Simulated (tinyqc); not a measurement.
Character of the line: straight dislocations in isotropic elasticity: fields, energies, partials, Peierls stress and walls. Computed by tinyqc, a small Python program. Command: `OMP_NUM_THREADS=1 python tinyqc.py 3031427 3031428 out.jsonl disloc walk`. One thread of a shared host (Intel(R) Xeon(R) Processor @ 2.30GHz), about 0.01 s of CPU time with the checks.

The line runs along z, the glide plane is y = 0, and beta is the angle between b and the line (0 screw, 90 degrees edge): b_e = b sin(beta) along +x with the extra half plane at y > 0, b_s = b cos(beta). Stress is positive in tension.

Inputs (values chosen for the exercise, modelled on aluminium):

| quantity | value | unit |
|---|---|---|
| shear modulus G | 26.2 | GPa |
| Poisson ratio nu | 0.361 | - |
| Burgers vector b | 2.863 | angstrom |
| stacking-fault energy gamma | 164 | mJ/m^2 |
| dislocation density rho | 3.5e+09 | 1/m^2 |
| core radius r0/b | 1 | - |

Character: 60-degree.

Constants: 1 eV/angstrom^3 = 160.2176634 GPa.

Method:
- Energy factor K = G [cos^2(beta) + sin^2(beta)/(1 - nu)].
- E = K b^2/(4 pi) ln(R/r0) with R = 1/(2 sqrt(rho)); tension T = E + d^2E/d(beta)^2 = G b^2 [1 + nu - 3 nu sin^2(beta)]/(4 pi (1 - nu)) ln(R/r0). The core energy is taken into r0.
- Shockley partials have b_p = b/sqrt(3) at the angles beta -/+ 30 degrees; their repulsion balances the fault at d = G b_p^2/(8 pi gamma) (2 - nu)/(1 - nu) [1 - 2 nu cos(2 beta)/(2 - nu)].
- E = K b^2/(4 pi) ln(R/r0); T = G b^2 [1 + nu - 3 nu sin^2(beta)]/(4 pi (1 - nu)) ln(R/r0).

ln(R/r0) = 10.2928

From screw to edge:

| beta (degrees) | K (GPa) | E (eV/nm) | T (eV/nm) | d (nm) |
|---|---|---|---|---|
| 0 | 26.200 | 10.979 | 23.384 | 0.24923 |
| 15 | 27.192 | 11.394 | 22.137 | 0.27552 |
| 30 | 29.900 | 12.529 | 18.732 | 0.34735 |
| 45 | 33.601 | 14.080 | 14.080 | 0.44547 |
| 60 | 37.301 | 15.631 | 9.428 | 0.54359 |
| 75 | 40.010 | 16.766 | 6.023 | 0.61541 |
| 90 | 41.002 | 17.181 | 4.776 | 0.64170 |

What follows from these numbers?

The edge costs 1/(1 - nu) = 1.565 times the screw in energy, yet its tension is only (1 - 2 nu)/(1 + nu) = 0.204 of the screw value, so loops under stress are elongated along b. The edge splits 2.57 times as widely, (2 + nu)/(2 - 3 nu), since there the larger, edge parts of the partials repel with the factor 1/(1 - nu) and the small screw parts attract, while in the screw the roles are exchanged.
